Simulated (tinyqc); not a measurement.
Pariser-Parr-Pople SCF with singles CI, for the molecule O=CC1=CC=CC=CC=C1 (SMILES; centres numbered as the heavy atoms are written), step by step. One step of it, computed by the program tinyqc.

Question. PPP integrals. Mataga-Nishimoto: gamma = 14.399645/(R + a), a = 2 x 14.399645/(gamma_rr + gamma_ss); H_rr = -W_r - sum_(s != r) z_s gamma_rs; H_rs = beta for bonds.

Centres (angstrom, eV; a flat drawing with bonds scaled to 1.40 angstrom):
```
centre,x,y,core charge z,W,gamma_rr
1O,-3.362000,0.462000,1,17.700000,15.200000
2C,-2.445000,-0.596000,1,11.160000,11.130000
3C,-1.070000,-0.330000,1,11.160000,11.130000
4C,-0.299000,-1.499000,1,11.160000,11.130000
5C,1.073000,-1.779000,1,11.160000,11.130000
6C,2.241000,-1.008000,1,11.160000,11.130000
7C,2.522000,0.364000,1,11.160000,11.130000
8C,1.751000,1.532000,1,11.160000,11.130000
9C,0.379000,1.813000,1,11.160000,11.130000
10C,-0.789000,1.041000,1,11.160000,11.130000
```

Resonance integrals (eV):
```
i,j,beta
1,2,-2.510000
2,3,-2.390000
3,4,-2.390000
4,5,-2.390000
5,6,-2.390000
6,7,-2.390000
7,8,-2.390000
8,9,-2.390000
9,10,-2.390000
10,3,-2.390000
```

Give: repulsion gamma_rs; core matrix H.

Answer.

repulsion gamma_rs (eV):
```
,1O,2C,3C,4C,5C,6C,7C,8C,9C,10C
1O,15.2000,5.7740,4.0922,3.0438,2.3751,2.0910,2.0634,2.2793,2.8395,3.8593
2C,5.7740,11.1300,5.3446,3.9756,2.8769,2.4008,2.2667,2.4005,2.8767,3.9753
3C,4.0922,5.3446,11.1300,5.3448,3.7106,3.0811,2.9077,3.0809,3.7106,5.3465
4C,3.0438,3.9756,5.3448,11.1300,5.3450,3.7105,3.0805,2.9073,3.0805,3.7107
5C,2.3751,2.8769,3.7106,5.3450,11.1300,5.3465,3.7106,3.0811,2.9077,3.0814
6C,2.0910,2.4008,3.0811,3.7105,5.3465,11.1300,5.3446,3.7107,3.0809,2.9081
7C,2.0634,2.2667,2.9077,3.0805,3.7106,5.3446,11.1300,5.3465,3.7106,3.0813
8C,2.2793,2.4005,3.0809,2.9073,3.0811,3.7107,5.3465,11.1300,5.3446,3.7105
9C,2.8395,2.8767,3.7106,3.0805,2.9077,3.0809,3.7106,5.3446,11.1300,5.3454
10C,3.8593,3.9753,5.3465,3.7107,3.0814,2.9081,3.0813,3.7105,5.3454,11.1300
```

core matrix H (eV):
```
,1O,2C,3C,4C,5C,6C,7C,8C,9C,10C
1O,-46.1177,-2.5100,0.0000,0.0000,0.0000,0.0000,0.0000,0.0000,0.0000,0.0000
2C,-2.5100,-43.0510,-2.3900,0.0000,0.0000,0.0000,0.0000,0.0000,0.0000,0.0000
3C,0.0000,-2.3900,-47.7791,-2.3900,0.0000,0.0000,0.0000,0.0000,0.0000,-2.3900
4C,0.0000,0.0000,-2.3900,-45.3587,-2.3900,0.0000,0.0000,0.0000,0.0000,0.0000
5C,0.0000,0.0000,0.0000,-2.3900,-43.5949,-2.3900,0.0000,0.0000,0.0000,0.0000
6C,0.0000,0.0000,0.0000,0.0000,-2.3900,-42.8342,-2.3900,0.0000,0.0000,0.0000
7C,0.0000,0.0000,0.0000,0.0000,0.0000,-2.3900,-42.6719,-2.3900,0.0000,0.0000
8C,0.0000,0.0000,0.0000,0.0000,0.0000,0.0000,-2.3900,-43.0214,-2.3900,0.0000
9C,0.0000,0.0000,0.0000,0.0000,0.0000,0.0000,0.0000,-2.3900,-44.0564,-2.3900
10C,0.0000,0.0000,-2.3900,0.0000,0.0000,0.0000,0.0000,0.0000,-2.3900,-46.1785
```
